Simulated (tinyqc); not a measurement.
# Gated graphene, quantum capacitance: effect of the temperature

phi is the Fermi level above the Dirac point, in volts; Vg is counted from the gate voltage of charge neutrality. Ideal linear bands, no charge puddles.

N0 = (2/pi)(kB T/(hbar vF))^2; n = N0 F1(phi/Vt), p = N0 F1(-phi/Vt), F1(e) = int_0^infinity u du/(1 + exp(u - e)) = -Li2(-exp(e)); Cq = q d(n - p)/dphi = (q N0/Vt) ln[2 (1 + cosh(phi/Vt))]. Cox = eps0 eox/tox; Vg = phi + q (n - p + Dit phi)/Cox. 1/C_G = 1/Cox + 1/(Cq + q Dit); dphi/dVg = Cox/(Cox + Cq + q Dit).

Values chosen for this exercise; values close to those of graphene: relative permittivity of the gate insulator (close to aluminium oxide) eox = 8.96; insulator thickness tox = 18 nm; Fermi velocity vF = 1.12e6 m/s; density of traps Dit = 0 cm^-2 eV^-1; gate voltage Vg = -1.49 V.

Constants: q = 1.602176634e-19 C, kB = 1.380649e-23 J/K, hbar = 1.054571817e-34 J s, Vt = kB T/q, eps0 = 8.8541878128e-14 F/cm where lengths are in cm. Results are converted to the units shown.

The same in every row: Cox (uF/cm^2) = 0.4407.

Results:
```
T (K)  phi (V)  n - p (cm^-2)  Cq (uF/cm^2)  C_G (uF/cm^2)  dphi/dVg  n + p (cm^-2)
50     -0.2420      -3.433e12         4.542         0.4018   0.08846       3.433e12
77     -0.2418      -3.434e12         4.539         0.4017   0.08851       3.434e12
120    -0.2414      -3.435e12         4.531         0.4017   0.08864       3.435e12
300    -0.2379      -3.444e12         4.465         0.4011   0.08983       3.444e12
400    -0.2346      -3.453e12         4.405         0.4007   0.09095       3.454e12
500    -0.2304      -3.465e12         4.332         0.4000   0.09235       3.467e12
```

Estimate the missing row, T = 200 K.

Computed row:
```
T (K)  phi (V)  n - p (cm^-2)  Cq (uF/cm^2)  C_G (uF/cm^2)  dphi/dVg  n + p (cm^-2)
200    -0.2402      -3.438e12         4.509         0.4015   0.08904       3.438e12
```

With this row back in the table: As T goes from 50 to 500, Cq falls from 4.54 to 4.33 uF/cm^2, C_G/Cox stays near 0.910 and n - p falls from -3.43e12 to -3.47e12 cm^-2. Cq exceeds Cox in every row, so the insulator is the tighter limit, though Cq still cuts C_G by up to 9.2 %.

tinyqc, about 0.01 s, one thread, Intel Xeon 2.30GHz (shared host): `OMP_NUM_THREADS=1 python tinyqc.py 2200043 2200044 out.jsonl`
